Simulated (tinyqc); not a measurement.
Gap and radiative efficiency from Jsc and Voc.

Question. Photon flux above E from a black body at temperature T into a hemisphere: Phi(E, T) = A sum_k exp(-k E/th)[E^2 th/k + 2 E th^2/k^2 + 2 th^3/k^3], k = 1, 2, ..., with th = kB T/q in eV and A = 2 pi q^3/(h^3 c^2). A cell with a sharp absorption edge has Jsc = q fs X Phi(Eg, Ts) and Voc = Vt ln(1 + Jsc/J0), J0 = q ge Phi(Eg, T)/ERE. Find Eg and ERE.

Values chosen for this exercise:

| symbol | value | unit | meaning |
|---|---|---|---|
| T | 350 | K | cell temperature |
| Ts | 7000 | K | temperature of the black-body sun |
| fs | 2.16e-5 |  | share of the hemisphere filled by the sun |
| X | 10 |  | concentration |
| ge | 2 |  | number of faces that emit |

Constants: q = 1.602176634e-19 C, kB = 1.380649e-23 J/K, h = 6.62607015e-34 J s, c = 299792458 m/s, Vt = kB T/q. Results are converted to the units shown.

Jsc = 1108.75171 mA/cm^2
Voc = 0.797247364 V

Solution. Phi falls steadily with E, so Jsc fixes Eg; Voc gives J0, and its ratio to the radiative dark current is 1/ERE.

Eg = 1.15 eV
ERE = 0.0100

Numbers from tinyqc (`OMP_NUM_THREADS=1 python tinyqc.py 2820020 2820021 out.jsonl`; about 0.01 s on one thread of a shared Intel Xeon 2.30GHz).
